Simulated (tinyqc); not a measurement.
Worked calculation (part 2 of 2): RHF in the sto-6g basis, for BeH2, spin multiplicity 1. Computed by tinyqc, a small Python program that keeps every step (integrals from PySCF). Command: `OMP_NUM_THREADS=1 python tinyqc.py 26813 26814 out.jsonl` (the two numbers bound the seeds that draw the settings). One thread of a shared host (Intel(R) Xeon(R) Processor @ 2.60GHz), about 0.1 s of CPU time with the checks.

Geometry (angstrom):
```
atom        x         y        z
Be    0.00000   0.00000  0.00000
H     0.00000   1.45900  0.13100
H     0.00000  -1.50100  0.13400
```

## Iteration 2: diagonalisation and new density

extrapolated F (hartree):
```
           1Be 1s    1Be 2s  1Be 2px   1Be 2py   1Be 2pz     2H 1s     3H 1s
1Be 1s   -4.60189  -1.25142  0.00000  -0.00013   0.00350  -0.27270  -0.24844
1Be 2s   -1.25142  -0.57766  0.00000  -0.00584  -0.01985  -0.37173  -0.35779
1Be 2px   0.00000   0.00000  0.20896   0.00000   0.00000   0.00000   0.00000
1Be 2py  -0.00013  -0.00584  0.00000  -0.18206  -0.00063  -0.31977   0.31334
1Be 2pz   0.00350  -0.01985  0.00000  -0.00063   0.20610  -0.02616  -0.02567
2H 1s    -0.27270  -0.37173  0.00000  -0.31977  -0.02616  -0.27175  -0.02681
3H 1s    -0.24844  -0.35779  0.00000   0.31334  -0.02567  -0.02681  -0.25729
```

X:
```
           1Be 1s    1Be 2s  1Be 2px   1Be 2py   1Be 2pz     2H 1s     3H 1s
1Be 1s    1.02728  -0.14799  0.00000  -0.00019  -0.00157   0.01832   0.01880
1Be 2s   -0.14799   1.19180  0.00000   0.01050   0.01729  -0.26736  -0.24799
1Be 2px   0.00000   0.00000  1.00000   0.00000   0.00000   0.00000   0.00000
1Be 2py  -0.00019   0.01050  0.00000   1.27570   0.00103  -0.36889   0.35180
1Be 2pz  -0.00157   0.01729  0.00000   0.00103   1.00180  -0.02783  -0.02597
2H 1s     0.01832  -0.26736  0.00000  -0.36889  -0.02783   1.23085  -0.07271
3H 1s     0.01880  -0.24799  0.00000   0.35180  -0.02597  -0.07271   1.21026
```

Diagonalise F' = X^T F X, C = X C', fill 3 alpha and 3 beta electrons from the bottom; D = 2 C_occ C_occ^T. Each column has its largest component positive (the first on a tie).

F' = X^T F X (hartree):
```
          1         2        3         4         5         6         7
1  -4.50465  -0.65949  0.00000   0.00114   0.00323  -0.02799  -0.01900
2  -0.65949  -0.11039  0.00000   0.00503   0.00564  -0.30717  -0.29308
3   0.00000   0.00000  0.20896   0.00000   0.00000   0.00000   0.00000
4   0.00114   0.00503  0.00000   0.22409   0.00052  -0.41595   0.40409
5   0.00323   0.00564  0.00000   0.00052   0.20903  -0.03160  -0.03032
6  -0.02799  -0.30717  0.00000  -0.41595  -0.03160   0.06308  -0.08642
7  -0.01900  -0.29308  0.00000   0.40409  -0.03032  -0.08642   0.05481
```

orbital energies (hartree): MO1 -4.60348, MO2 -0.43621, MO3 -0.39603, MO4 0.20404, MO5 0.20896, MO6 0.40124, MO7 0.76641

coefficients C:
```
              MO1       MO2       MO3       MO4      MO5       MO6       MO7
1Be 1s    0.99465  -0.20346   0.01963   0.04600  0.00000  -0.21126  -0.00651
1Be 2s    0.02137   0.57781  -0.06241  -0.20440  0.00000   1.09198   0.05717
1Be 2px   0.00000   0.00000   0.00000   0.00000  1.00000   0.00000   0.00000
1Be 2py   0.00009   0.05009   0.49612   0.00133  0.00000  -0.03070   1.27976
1Be 2pz  -0.00045   0.02787  -0.00296   0.97879  0.00000   0.21560   0.00708
2H 1s    -0.00262   0.43739   0.37788   0.08900  0.00000  -0.72778  -0.92589
3H 1s    -0.00263   0.35249  -0.46212   0.09085  0.00000  -0.76761   0.84913
```

D after iteration 2:
```
           1Be 1s    1Be 2s  1Be 2px   1Be 2py   1Be 2pz     2H 1s     3H 1s
1Be 1s    2.06223  -0.19507  0.00000  -0.00073  -0.01235  -0.16836  -0.16682
1Be 2s   -0.19507   0.67644  0.00000  -0.00404   0.03255   0.45817   0.46492
1Be 2px   0.00000   0.00000  0.00000   0.00000   0.00000   0.00000   0.00000
1Be 2py  -0.00073  -0.00404  0.00000   0.49729  -0.00014   0.41877  -0.42322
1Be 2pz  -0.01235   0.03255  0.00000  -0.00014   0.00157   0.02214   0.02238
2H 1s    -0.16836   0.45817  0.00000   0.41877   0.02214   0.66822  -0.04089
3H 1s    -0.16682   0.46492  0.00000  -0.42322   0.02238  -0.04089   0.67562
```

## Iteration 6 (converged): orbitals

converged F (hartree):
```
           1Be 1s    1Be 2s  1Be 2px   1Be 2py   1Be 2pz     2H 1s     3H 1s
1Be 1s   -4.59640  -1.24931  0.00000  -0.00014   0.00194  -0.27280  -0.24855
1Be 2s   -1.24931  -0.57665  0.00000  -0.00580  -0.01698  -0.36975  -0.35554
1Be 2px   0.00000   0.00000  0.21021   0.00000   0.00000   0.00000   0.00000
1Be 2py  -0.00014  -0.00580  0.00000  -0.17778  -0.00080  -0.31684   0.31025
1Be 2pz   0.00194  -0.01698  0.00000  -0.00080   0.20820  -0.02252  -0.02176
2H 1s    -0.27280  -0.36975  0.00000  -0.31684  -0.02252  -0.26929  -0.02633
3H 1s    -0.24855  -0.35554  0.00000   0.31025  -0.02176  -0.02633  -0.25472
```

As before.

F' = X^T F X (hartree):
```
          1         2        3         4         5         6         7
1  -4.49949  -0.65763  0.00000   0.00112   0.00138  -0.02879  -0.01983
2  -0.65763  -0.11173  0.00000   0.00518   0.00728  -0.30523  -0.29078
3   0.00000   0.00000  0.21021   0.00000   0.00000   0.00000   0.00000
4   0.00112   0.00518  0.00000   0.22604   0.00037  -0.41324   0.40115
5   0.00138   0.00728  0.00000   0.00037   0.21084  -0.02821  -0.02673
6  -0.02879  -0.30523  0.00000  -0.41324  -0.02821   0.06315  -0.08531
7  -0.01983  -0.29078  0.00000   0.40115  -0.02673  -0.08531   0.05481
```

orbital energies (hartree): MO1 -4.59795, MO2 -0.43299, MO3 -0.39169, MO4 0.20603, MO5 0.21021, MO6 0.39723, MO7 0.76298

coefficients C:
```
              MO1       MO2       MO3       MO4      MO5       MO6       MO7
1Be 1s    0.99471  -0.20396   0.01976   0.04283  0.00000  -0.21117  -0.00668
1Be 2s    0.02110   0.58016  -0.06290  -0.19353  0.00000   1.09264   0.05808
1Be 2px   0.00000   0.00000   0.00000   0.00000  1.00000   0.00000   0.00000
1Be 2py   0.00008   0.04997   0.49414   0.00122  0.00000  -0.03175   1.28051
1Be 2pz  -0.00015   0.02045  -0.00180   0.98021  0.00000   0.20991   0.00704
2H 1s    -0.00245   0.43649   0.37920   0.08752  0.00000  -0.72794  -0.92578
3H 1s    -0.00247   0.35084  -0.46349   0.08986  0.00000  -0.76903   0.84789
```

D after iteration 6:
```
           1Be 1s    1Be 2s  1Be 2px   1Be 2py   1Be 2pz     2H 1s     3H 1s
1Be 1s    2.06287  -0.19717  0.00000  -0.00070  -0.00870  -0.16793  -0.16634
1Be 2s   -0.19717   0.68197  0.00000  -0.00418   0.02394   0.45866   0.46529
1Be 2px   0.00000   0.00000  0.00000   0.00000   0.00000   0.00000   0.00000
1Be 2py  -0.00070  -0.00418  0.00000   0.49334   0.00027   0.41838  -0.42299
1Be 2pz  -0.00870   0.02394  0.00000   0.00027   0.00084   0.01648   0.01601
2H 1s    -0.16793   0.45866  0.00000   0.41838   0.01648   0.66864  -0.04523
3H 1s    -0.16634   0.46529  0.00000  -0.42299   0.01601  -0.04523   0.67583
```

## Convergence

Stop when the energy changes by less than 1e-08 hartree and every element of the error matrix X^T (F D S - S D F) X is below 3e-05.

Course of the cycle:
```
iteration  E (hartree)     change  largest element of the error matrix
1          -15.0352331          -                             5.60e-01
2          -15.6954101  -6.60e-01                             3.54e-02
3          -15.6974351  -2.03e-03                             4.13e-03
4          -15.6974888  -5.37e-05                             1.03e-03
5          -15.6974922  -3.44e-06                             3.33e-05
6          -15.6974922  -3.71e-09                             8.49e-06
```

PySCF RHF in the same basis = -15.6974922 hartree

Converged in 6 iterations.

## Populations, bond orders and dipole

overlap S:
```
          1Be 1s   1Be 2s  1Be 2px   1Be 2py  1Be 2pz    2H 1s     3H 1s
1Be 1s   1.00000  0.25476  0.00000   0.00000  0.00000  0.05464   0.04974
1Be 2s   0.25476  1.00000  0.00000   0.00000  0.00000  0.41140   0.39531
1Be 2px  0.00000  0.00000  1.00000   0.00000  0.00000  0.00000   0.00000
1Be 2py  0.00000  0.00000  0.00000   1.00000  0.00000  0.48571  -0.47227
1Be 2pz  0.00000  0.00000  0.00000   0.00000  1.00000  0.04361   0.04216
2H 1s    0.05464  0.41140  0.00000   0.48571  0.04361  1.00000   0.02331
3H 1s    0.04974  0.39531  0.00000  -0.47227  0.04216  0.02331   1.00000
```

Mulliken: Z minus the diagonal of D S on the atom; Loewdin: the same with S^(1/2) D S^(1/2); Mayer order: 2 sum_s sum (D(s) S)_ij (D(s) S)_ji over the two atoms.

Charges (e):
```
atom  Mulliken   Loewdin
1Be    0.10190   0.08369
2H    -0.05103  -0.04157
3H    -0.05087  -0.04212
```

Mayer bond orders:
```
pair    order
2-1   0.99462
3-1   0.99463
3-2   0.00278
```

dipole moment about the origin, x y z (debye): 0.00000  0.01403  -0.41435
